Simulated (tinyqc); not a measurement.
Comparisons within one model: deformation-potential model of the Delta valleys of a conduction band. A value that a table varies takes the place of the one given here.

Valleys with axes along x, y and z, each a pair at +k and -k. Herring-Vogt shift of a valley with unit axis a: dE = Xd tr(e) + Xu a.e.a. Non-degenerate shares n_i = exp(-dE_i/kT)/sum_j exp(-dE_j/kT). Inverse mass tensor of a valley: (1 - a a)/mt + a a/ml; the masses are taken as independent of strain.

s11 = (C11 + C12)/((C11 - C12)(C11 + 2 C12)), s12 = -C12/((C11 - C12)(C11 + 2 C12)), s44 = 1/C44; exx = s11 sxx + s12 (syy + szz) and cyclic, exy = s44 sxy/2; tension is positive. A uniaxial stress X along the unit vector n is s_ij = X n_i n_j.

Constants: kB = 8.617333262e-05 eV/K.

Parameters, chosen for this exercise (near those of Si; not measured data):

| symbol | value | unit | meaning |
|---|---|---|---|
| ml | 0.915 | m0 | longitudinal mass |
| mt | 0.183 | m0 | transverse mass |
| Xd | 1.16 | eV | dilation potential |
| Xu | 9.38 | eV | uniaxial potential |
| C11 | 164.6 | GPa |  |
| C12 | 63 | GPa |  |
| C44 | 78.5 | GPa |  |
| load | uniaxial [110] |  | kind of stress |
| T | 200 | K | temperature |
| X1 | 1.4 | GPa | size of the stress |
| X | 1.71 | GPa | stress |

## Sweep of a uniaxial [110] stress

m_c = 1/(u.M.u) along [1-10] with M = sum_i n_i (inverse mass tensor); gain against zero stress at a fixed scattering time.

Results:

| X (GPa) | spread (meV) | lowest edge (meV) | n x | n y | n z | m_c (m0) | gain (%) |
|---|---|---|---|---|---|---|---|
| -1.50 | 69.2 | -45.2 | 0.496 | 0.496 | 0.009 | 0.3032 | -17.7 |
| -0.75 | 34.6 | -22.6 | 0.469 | 0.469 | 0.063 | 0.2927 | -14.8 |
| -0.30 | 13.8 | -9.0 | 0.409 | 0.409 | 0.183 | 0.2718 | -8.2 |
| 0.00 | 0.0 | 0.0 | 0.333 | 0.333 | 0.333 | 0.2495 | 0.0 |
| 0.30 | 13.8 | -4.8 | 0.236 | 0.236 | 0.528 | 0.2256 | 10.6 |
| 0.75 | 34.6 | -12.0 | 0.106 | 0.106 | 0.788 | 0.1999 | 24.8 |
| 1.50 | 69.2 | -24.0 | 0.017 | 0.017 | 0.965 | 0.1856 | 34.5 |

Along [1-10] the gain is -17.7 % at -1.50 GPa and +34.5 % at 1.50 GPa. The slope at zero stress (from +/- 0.001 GPa), +32.5 % per GPa, carried to the ends would give -49 and +49 %; the response falls behind at both ends, as it saturates once the spread passes a few kT (kT = 17.2 meV, spread up to 69 meV).

## Gain for each load and current direction

Each load has the size X1. Gain m_c(0)/m_c - 1 in per cent from repopulation alone, m_c = 1/(u.M.u), M = sum_i n_i (inverse mass tensor); biaxial means sxx = syy.

Gain (%); + is tension, - compression:

| load | [100] | [010] | [001] | [110] | [1-10] | [111] |
|---|---|---|---|---|---|---|
| uniaxial [110] (+) | 33.9 | 33.9 | -67.8 | 33.9 | 33.9 | 0.0 |
| uniaxial [110] (-) | -17.5 | -17.5 | 35.1 | -17.5 | -17.5 | 0.0 |
| uniaxial [100] (+) | 36.3 | -18.2 | -18.2 | 9.1 | 9.1 | 0.0 |
| uniaxial [100] (-) | -72.6 | 36.3 | 36.3 | -18.2 | -18.2 | 0.0 |
| uniaxial [111] (+) | 0.0 | 0.0 | 0.0 | 0.0 | 0.0 | 0.0 |
| uniaxial [111] (-) | 0.0 | 0.0 | 0.0 | 0.0 | 0.0 | 0.0 |
| biaxial (001) (+) | 36.3 | 36.3 | -72.6 | 36.3 | 36.3 | 0.0 |
| biaxial (001) (-) | -18.2 | -18.2 | 36.3 | -18.2 | -18.2 | 0.0 |

The largest gain is +36.3 %, for 8 entries alike, where the repopulation is complete; for a [110] channel it is +36.3 %, under biaxial (001) (+). No gain or loss appears under uniaxial [111]: the valleys stay equivalent (in real silicon shear also changes the masses, which this model leaves out).

## Temperature and repopulation

The load is fixed; m_c along [1-10] as 1/(u.M.u).

Results:

| T (K) | kT (meV) | n x | n y | n z | m_c (m0) |
|---|---|---|---|---|---|
| 50 | 4.31 | 0.000 | 0.000 | 1.000 | 0.1830 |
| 77 | 6.64 | 0.000 | 0.000 | 1.000 | 0.1830 |
| 150 | 12.93 | 0.002 | 0.002 | 0.996 | 0.1833 |
| 225 | 19.39 | 0.016 | 0.016 | 0.967 | 0.1854 |
| 300 | 25.85 | 0.043 | 0.043 | 0.914 | 0.1895 |
| 400 | 34.47 | 0.084 | 0.084 | 0.832 | 0.1962 |
| 500 | 43.09 | 0.121 | 0.121 | 0.757 | 0.2027 |

The largest share falls from 1.000 at 50 K to 0.757 at 500 K (equal shares: 0.333); m_c goes from 0.1830 to 0.2027, against 0.2495 without stress. Only spread/kT enters, so the small-stress response goes as 1/T.

## What each parameter does

Spread of the valley edges, lowest edge, largest share and m_c along [1-10]. Each row changes one parameter from the base and keeps the others.

Results:

| case | spread (meV) | lowest edge (meV) | largest share | m_c (m0) |
|---|---|---|---|---|
| base | 78.94 | -27.40 | 0.9799 | 0.1845 |
| ml = 0.732 m0 | 78.94 | -27.40 | 0.9799 | 0.1844 |
| mt = 0.146 m0 | 78.94 | -27.40 | 0.9799 | 0.1472 |
| Xd = 1.392 eV | 78.94 | -26.03 | 0.9799 | 0.1845 |
| Xu = 11.256 eV | 94.72 | -34.24 | 0.9919 | 0.1836 |
| C11 = 197.52 GPa | 59.62 | -17.09 | 0.9408 | 0.1874 |
| C12 = 75.6 GPa | 90.11 | -36.86 | 0.9894 | 0.1838 |
| C44 = 94.2 GPa | 78.94 | -27.40 | 0.9799 | 0.1845 |
| X = 1.368 GPa | 63.15 | -21.92 | 0.9512 | 0.1866 |
| T = 160 K | 78.94 | -27.40 | 0.9935 | 0.1835 |

The largest shifts from the base row, up to three for each result and ties (the steps differ in size, so this ranks the rows, not the parameters). spread (meV): C11 -19.32, X -15.79, Xu +15.79; unchanged at the printed digits by ml, mt, Xd, C44 and T. lowest edge (meV): C11 +10.31, C12 -9.46, Xu -6.85; unchanged at the printed digits by ml, mt, C44 and T. largest share: C11 -0.0391, X -0.0287, T +0.0136; unchanged at the printed digits by ml, mt, Xd and C44. m_c (m0): mt -0.0372, C11 +0.0030, X +0.0022; unchanged at the printed digits by Xd and C44. Xd moves all valleys together, so it shifts the edge and nothing else.

Program tinyqc; command `OMP_NUM_THREADS=1 python tinyqc.py 1080662 1080663 out.jsonl`; about 0.02 s on one thread of a shared Intel(R) Xeon(R) Processor @ 2.30GHz.
